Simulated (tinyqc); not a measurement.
## IGBT as a p-i-n diode in series with a MOS channel, on-state and switching loss: effect of the width of the drift layer

High injection (n = p) in a drift layer from x = -W/2 (anode) to +W/2 (cathode side), recombination only in the layer with lifetime tau, ideal emitters. The channel feeds the cathode side and carries the whole current. Auger recombination, carrier-carrier scattering, emitter losses and the carrier dip under the p body are left out.

b = mn/mp, B = (b - 1)/(b + 1), La = sqrt(2 Vt mn mp tau/(mn + mp)), y = W/(2 La). n(x) = (tau J/(2 q La))[cosh(x/La)/sinh y - B sinh(x/La)/cosh y]. Vm = Vt [(8 b/(b + 1)^2)(sinh y/s) arctan(s sinh y) + B ln((1 + B tanh^2 y)/(1 - B tanh^2 y))], s = sqrt(1 - B^2 tanh^2 y); Vj = Vt ln(n(-W/2) n(W/2)/ni^2), ni = sqrt(Nc Nv) exp(-Eg/(2 Vt)), Eg in volts; Vc = J Rch; Von = Vm + Vj + Vc. Stored charge tau J, turn-off energy Eoff = ks tau J Vdc, loss at half duty 0.5 J Von + f Eoff. A unipolar device on the same layer has Vu = J (W/(q mn Nd) + Rch).

Parameters, values chosen for the exercise; material values close to those of silicon:
- T = 300 K (temperature)
- Eg = 1.14 eV (band gap)
- Nc = 2.79e19 cm^-3 (conduction-band density of states at T)
- Nv = 2.6e19 cm^-3 (valence-band density of states at T)
- mn = 1400 cm^2/(V s) (electron mobility)
- mp = 480 cm^2/(V s) (hole mobility)
- Nd = 7.2e13 cm^-3 (doping of the drift layer)
- tau = 1.1 us (high-injection lifetime)
- J = 100 A/cm^2 (current density)
- Rch = 0.99 mohm cm^2 (channel and accumulation resistance)
- Vdc = 600 V (link voltage)
- ks = 0.09 (turn-off energy per stored charge and link voltage)
- f = 2 kHz (switching frequency)

Constants: q = 1.602176634e-19 C, kB = 1.380649e-23 J/K, Vt = kB T/q. Results are converted to the units shown.

The same in every row: Eoff (mJ/cm^2) = 5.9400.

Results:
```
W (um)	y	Von (V)	Vu (V)	total loss (W/cm^2)
44	0.48793	0.98825	27.344	61.293
58	0.64318	0.98473	36.012	61.117
98	1.0868	1.0022	60.780	61.992
130	1.4416	1.0402	80.595	63.891
170	1.8852	1.1208	105.36	67.920
220	2.4397	1.2935	136.32	76.553
```

Estimate the missing row, W = 75 um.

Computed row:
```
W (um)	y	Von (V)	Vu (V)	total loss (W/cm^2)
75	0.83170	0.98786	46.539	61.273
```

With this row back in the table: As W goes from 44 to 220 um, Von goes from 0.988 through a minimum of 0.985 (at W = 58 um among the rows listed) to 1.29 V, Eoff stays at 5.94 mJ/cm^2 and the total loss goes from 61.3 through a minimum of 61.1 (at W = 58 um among the rows listed) to 76.6 W/cm^2. Von is below Vu in 7 of the 7 rows.

Numbers from tinyqc (`OMP_NUM_THREADS=1 python tinyqc.py 2590113 2590114 out.jsonl`; about 0.01 s on one thread of a shared Intel Xeon 2.30GHz).
